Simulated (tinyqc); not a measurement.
Phase-change memory cell, resistance drift and retention: one step of the calculation.

The amorphous state follows Ra = R0 (t/t0)^nu exp[(q Ec/kB)(1/T - 1/(300 K))], with nu taken as independent of T. An intermediate level follows the logarithmic mixing rule ln R = (1 - fa) ln Rc + fa ln Ra with constant Rc. The time to lose the data by crystallisation is tr = tx exp[(q Ex/kB)(1/T - 1/Tx)]; 1 year = 3.15576e7 s. These are empirical laws.

Task. Resistances at the read. Ra and the intermediate level as above; its effective drift exponent is fa nu.

Parameters, values chosen for the exercise; values of the order found in chalcogenide phase-change cells: resistance of the amorphous state at t0 and 300 K R0 = 5.1 Mohm; reference time t0 = 0.001 s; drift exponent nu = 0.128; activation energy of conduction Ec = 0.25 eV; operating temperature T = 328 K; time of the read t = 86400 s; amorphous share of an intermediate level fa = 0.47; resistance of the crystalline state Rc = 21 kohm.

Constants: q = 1.602176634e-19 C, kB = 1.380649e-23 J/K. Results are converted to the units shown.

Give: drift factor; temperature factor; Ra; intermediate level; effective exponent.

Result.

drift factor = 10.37
temperature factor = 0.4380
Ra = 23.17 Mohm
intermediate level = 0.5653 Mohm
effective exponent = 0.06016

Program tinyqc, `OMP_NUM_THREADS=1 python tinyqc.py 2880068 2880069 out.jsonl`; Intel Xeon 2.30GHz, shared host, one thread, about 0.01 s.
